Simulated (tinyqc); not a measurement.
Band-to-band tunnelling across a p-n junction in a two-band chain: one step. Hopping, field and tunnelling length. Four cases, with inputs chosen for the exercise.

Task: Form t, V0, E, the field F = V0/((2N + 1) a/2) (1 V/angstrom = 100 MV/cm) and the length Eg/F over which E lies in the gap.

Sites alternate A at -Eg/2 and C at +Eg/2 with hopping -t; near the edges, with k counted from the zone boundary pi/a, E^2 = (Eg/2)^2 + (t a k)^2, so t = sqrt(c Eg/m)/a gives the mass m, c = hbar^2/2m0. In the gap cosh(q a) = 1 + (Eg^2/4 - e^2)/(2 t^2), e the energy from the local mid-gap. The potential is V0 = Eg + ov on the p side (left), 0 on the n side, and falls linearly over the 2N sites of the junction, V_j = V0 (1 - j/(2N + 1)), j = 1 to 2N, site 1 being A. E = Eg/2 + x ov. A half chain that ends on a site of level e1 with neighbour e2 has g = (1 + z)/(E - e1), z = exp(-/+ i k a) the root with Im g < 0, cos(k a) = (E - e1)(E - e2)/(2 t^2) - 1. S_L = t^2 g (ending on C, shifted by V0), S_R = t^2 g (starting on A). T = 4 Im(S_L) Im(S_R) |G_(1,2N)|^2.

Constants: hbar^2/2m0 = 3.80998211 eV angstrom^2.

Give: t; V0; E; F; tunnelling length.

Case 1.

Values chosen (gap and mass near those of GaAs; not measured data): Eg = 1.464 eV (gap); m = 0.0758 m0 (mass of electron and light hole); a = 5 angstrom (period (two sites)); ov = 0.22 eV (overlap: top of the valence band on the p side above the conduction edge on the n side); N = 3 (periods in the small junction); x = 0.64 (energy above the n-side conduction edge, as a share of ov).

Result:

t = 1.7156 eV
V0 = 1.6840 eV
E = 0.8728 eV
F = 9.623 MV/cm
tunnelling length = 15.21 angstrom

So short a junction keeps the matrix small; its field is above the 1 to 3 MV/cm of tunnel diodes.

Case 2.

Values chosen (gap and mass near those of InSb; not measured data): Eg = 0.178 eV (gap); m = 0.0135 m0 (mass of electron and light hole); a = 6 angstrom (period (two sites)); ov = 0.33 eV (overlap: top of the valence band on the p side above the conduction edge on the n side); N = 4 (periods in the small junction); x = 0.44 (energy above the n-side conduction edge, as a share of ov).

Result:

t = 1.1813 eV
V0 = 0.5080 eV
E = 0.2342 eV
F = 1.881 MV/cm
tunnelling length = 9.46 angstrom

So short a junction keeps the matrix small; its field is of the size of the 1 to 3 MV/cm of tunnel diodes.

Case 3.

Values chosen (gap and mass near those of GaSb; not measured data): Eg = 0.712 eV (gap); m = 0.0436 m0 (mass of electron and light hole); a = 6 angstrom (period (two sites)); ov = 0.29 eV (overlap: top of the valence band on the p side above the conduction edge on the n side); N = 5 (periods in the small junction); x = 0.75 (energy above the n-side conduction edge, as a share of ov).

Result:

t = 1.3146 eV
V0 = 1.0020 eV
E = 0.5735 eV
F = 3.036 MV/cm
tunnelling length = 23.45 angstrom

So short a junction keeps the matrix small; its field is of the size of the 1 to 3 MV/cm of tunnel diodes.

Case 4.

Values chosen (gap and mass near those of GaAs; not measured data): Eg = 1.36 eV (gap); m = 0.0717 m0 (mass of electron and light hole); a = 6 angstrom (period (two sites)); ov = 0.4 eV (overlap: top of the valence band on the p side above the conduction edge on the n side); N = 4 (periods in the small junction); x = 0.33 (energy above the n-side conduction edge, as a share of ov).

Result:

t = 1.4168 eV
V0 = 1.7600 eV
E = 0.8120 eV
F = 6.519 MV/cm
tunnelling length = 20.86 angstrom

So short a junction keeps the matrix small; its field is above the 1 to 3 MV/cm of tunnel diodes.

Computed by tinyqc, one run a case: `OMP_NUM_THREADS=1 python tinyqc.py N N+1 out.jsonl` with N = 1480165, 1480179, 1480222, 1480288; one thread of a shared Intel(R) Xeon(R) Processor @ 2.30GHz, about 0.01 s a run at most.
